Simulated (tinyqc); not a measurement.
Convergence with the mesh: density of states of one tight-binding band on the simple cubic lattice.

E(k) = -2 t (c1 + c2 + c3) - 4 t2 (c1 c2 + c2 c3 + c3 c1) with ci = cos(2 pi ki); k in fractions of the reciprocal vectors, mesh k_i = j/N with j = 0 .. N-1. Densities are per cell and per spin, so the band holds one state.

Each cube of the mesh, corners numbered 0 to 7 as the binary number (i j l), is cut into six tetrahedra around the diagonal 0-7: 0137, 0157, 0237, 0267, 0457, 0467. For corner energies e1 <= e2 <= e3 <= e4 and eij = ei - ej, the share of the tetrahedron below E is n = (E - e1)^3/(e21 e31 e41) for e1 < E < e2; n = [e21^2 + 3 e21 x + 3 x^2 - (e31 + e42) x^3/(e32 e42)]/(e31 e41) with x = E - e2 for e2 < E < e3; n = 1 - (e4 - E)^3/(e41 e42 e43) for e3 < E < e4; its density of states is g = dn/dE.

Gaussian broadening: g(E) = mean over the mesh of exp(-(E - E_k)^2/(2 sigma^2))/(sigma sqrt(2 pi)), n(E) = mean of erfc((E_k - E)/(sigma sqrt 2))/2.

Parameters, chosen for this exercise: t = 0.92 eV (nearest hopping); t2 = 0.1 eV (second hopping); E = -4.79 eV (energy at which the density is wanted); sigma = 0.092 eV (Gaussian width).

At the energy E; the plain count is the share of mesh points below E; the reference is the linear method with N = 36.

Results:
```
N   points  g linear  n linear  g Gaussian  n Gaussian  n plain count
4       64    0.0143    0.0092      0.0000      0.0156         0.0156
6      216    0.0285    0.0200      0.0000      0.0324         0.0324
8      512    0.0276    0.0270      0.0005      0.0371         0.0371
12    1728    0.0295    0.0313      0.0562      0.0378         0.0330
16    4096    0.0301    0.0329      0.0325      0.0367         0.0359
20    8000    0.0303    0.0336      0.0297      0.0342         0.0321
```

reference n and g: 0.0346  0.0303

What does the comparison show?

The linear n(E) stays within 0.002 of the reference from N = 16 on. The Gaussian g still moves by more than 1 % between the last two meshes. At the last mesh it lies -0.001 1/eV from the reference g and the linear g 0.000. The plain count errs by -0.0025 at the last mesh.

Program tinyqc; command `OMP_NUM_THREADS=1 python tinyqc.py 1682094 1682095 out.jsonl`; about 0.2 s on one thread of a shared Intel(R) Xeon(R) Processor @ 2.30GHz.
